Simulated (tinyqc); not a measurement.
Input admittance of a MOSFET at zero drain bias: distributed channel and distributed gate: two steps of the calculation.

Source and drain grounded, strong inversion, w = 2 pi f, Cox = eps0 eox/tox. The channel is an RC line of resistance 1/(mu Cox Vo) per square fed from both ends, so one finger has the intrinsic admittance y = i w Cox L tanh(g)/g per width, g = (1/2) sqrt(i w tau), tau = L^2/(mu Vo). The vertical resistance rv/L is in series with y, the overlaps 2 i w Cov in parallel: y_t = 1/(1/y + rv/L) + 2 i w Cov. The gate strip is a line of Rsh/L per length loaded by y_t, so a finger has Y = y_t Wf tanh(k)/k, k = (Wf/sd) sqrt(y_t Rsh/L); the device has Nf Y.

Parameters, values chosen for the exercise; values of the order met in silicon radio-frequency transistors:

| symbol | value | unit | meaning |
|---|---|---|---|
| eox | 3.9 |  | relative permittivity of the gate insulator (close to silicon dioxide) |
| tox | 3.4 | nm | insulator thickness |
| L | 1.6 | um | channel length |
| Wf | 0.59 | um | finger width |
| Nf | 8 |  | number of fingers |
| mu | 130 | cm^2/(V s) | channel mobility |
| Vo | 0.49 | V | gate overdrive |
| Rsh | 20 | ohm/square | sheet resistance of the gate |
| rv | 0 | ohm um^2 | vertical resistivity of the gate stack |
| sd | 1 |  | number of ends at which a finger is contacted |
| Cov | 0.16 | fF/um | overlap and fringe capacitance on each side |
| f | 1.8 | GHz | frequency |

Constants: eps0 = 8.8541878128e-14 F/cm where lengths are in cm. Results are converted to the units shown.

Task 1. Low-frequency resistances and capacitance. Low-frequency limits, with c = Cox L and ct = c + 2 Cov: R_strip = Rsh Wf/(3 sd^2 L Nf), R_ch = (c/ct)^2 L/(12 mu Cox Vo Wf Nf), R_vert = (c/ct)^2 rv/(L Wf Nf), C = ct Wf Nf.

Find: parts; sum; C; 1/(2 pi R C).

Result 1.

parts (ohm): strip 0.30729, channel 419.94, vertical 0
sum = 420.24 ohm
C = 78.211 fF
1/(2 pi R C) = 4.8423 GHz

The channel term is the largest, 99.9 % of the sum.

Task 2. Admittance of the channel and stack per width. tau, g, c = Cox L, y and y_t as defined.

Find: tau; g; c; y; y_t.

Result 2.

tau = 401.9 ps
g = 0.7538+0.7538i
c = 16.25 fF/um
y = 57.6+157.7i uS/um
y_t = 57.6+161.3i uS/um

w tau = 4.55, and Im y is 0.858 of w c.

Numbers from tinyqc (`OMP_NUM_THREADS=1 python tinyqc.py 2262185 2262186 out.jsonl`; about 0.01 s on one thread of a shared Intel Xeon 2.30GHz).
